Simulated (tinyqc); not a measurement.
Size effects in the resistivity of thin metal films and interconnect lines: one step, computed by the program tinyqc. Command: `OMP_NUM_THREADS=1 python tinyqc.py 3022683 3022684 out.jsonl size walk`. One thread of a shared host (Intel(R) Xeon(R) Processor @ 2.30GHz), about 0.01 s of CPU time with the checks.

Electrons lose their drift at surfaces (a share 1 - p of the hits) and at grain boundaries (reflection R), besides bulk scattering. The line sits in a trench with a non-conducting liner on both walls and the bottom; the spacing equals the drawn width.

Task: Resistance and delay. Total: rho = rho_b [1 + surface excess + grain excess]; resistance per length rho/(w_m h_m); capacitance per length C = 2 k eps_0 (aspect ratio + 1/2), a parallel-plate estimate for two neighbours plus a fixed term for the planes above and below; delay 0.38 R C L^2; effective resistivity per drawn area.

Inputs (values chosen for the exercise, modelled on gold):
```
quantity                          value         unit
bulk resistivity rho_b             2.12  microohm cm
aspect ratio (height over width)      3            -
line length                          19   micrometre
permittivity of the dielectric k    2.7            -
```

Geometry: line.

rho/rho_b from surfaces = 1.572038

rho/rho_b from grains = 1.555085

metal width w_m = 41 nm

metal height h_m = 130.5 nm

share of the trench filled by metal = 92.12293 %

Constants: eps_0 = 8.8541878128e-12 F/m.

Give: resistivity rho; resistance per length; capacitance per length; RC delay; effective resistivity per drawn area.

Result:

resistivity rho = 4.510 microohm cm

resistance per length = 8.428 ohm/micrometre

capacitance per length = 0.1673 fF/micrometre

RC delay = 0.1935 ps

effective resistivity per drawn area = 4.895 microohm cm

Of the factor 2.31 over bulk, scattering gives 2.13 and the liner 1.09; within scattering, surfaces outweigh grain boundaries (0.56 against 0.57, grains first).
